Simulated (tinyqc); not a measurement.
Power iteration on a symmetric matrix, step by step. Computed by tinyqc, a small Python program that keeps every step. Settings: method = power, shift = -0.01. Command: `OMP_NUM_THREADS=1 python tinyqc.py 25139 25140 out.jsonl` (the two numbers bound the seeds that draw the settings). One thread of a shared host (Intel(R) Xeon(R) Processor @ 2.60GHz), about 0.01 s of CPU time with the checks.

A:
```
         1        2        3        4        5
1   1.1840  -0.4810   0.7570  -0.8780  -0.1410
2  -0.4810   1.5950  -0.1720   0.4680   0.2040
3   0.7570  -0.1720   1.9760  -0.8060  -0.2620
4  -0.8780   0.4680  -0.8060   2.1510   0.1360
5  -0.1410   0.2040  -0.2620   0.1360   3.3370
```

Stop when the residual |A v - lambda v| is below 1e-9.

Steps:
```
step    lambda  residual
1     2.650603  1.01e+00
2     3.271842  6.91e-01
3     3.508749  4.74e-01
4     3.621938  3.86e-01
5     3.698177  3.37e-01
6     3.755345  2.93e-01
7     3.797646  2.50e-01
8     3.827831  2.09e-01
9     3.848692  1.73e-01
10    3.862772  1.41e-01
11    3.872121  1.15e-01
12    3.878263  9.28e-02
13    3.882267  7.49e-02
14    3.884866  6.03e-02
15    3.886548  4.84e-02
16    3.887634  3.89e-02
17    3.888335  3.12e-02
18    3.888786  2.51e-02
19    3.889077  2.01e-02
20    3.889264  1.61e-02
21    3.889384  1.30e-02
22    3.889462  1.04e-02
23    3.889512  8.34e-03
24    3.889544  6.69e-03
25    3.889565  5.36e-03
26    3.889578  4.30e-03
27    3.889586  3.45e-03
28    3.889592  2.77e-03
29    3.889595  2.22e-03
30    3.889598  1.78e-03
```

Can the last value be used, and what does the course show?

Not by the stop rule, although the second column moves by less than 1e-05 over the last three steps. Not converged in 30 steps: the residual falls only by the ratio of the two largest distances of eigenvalues from the shift, 0.80 a step. all eigenvalues, for comparison: 0.5412  1.1424  1.5517  3.1181  3.8896.
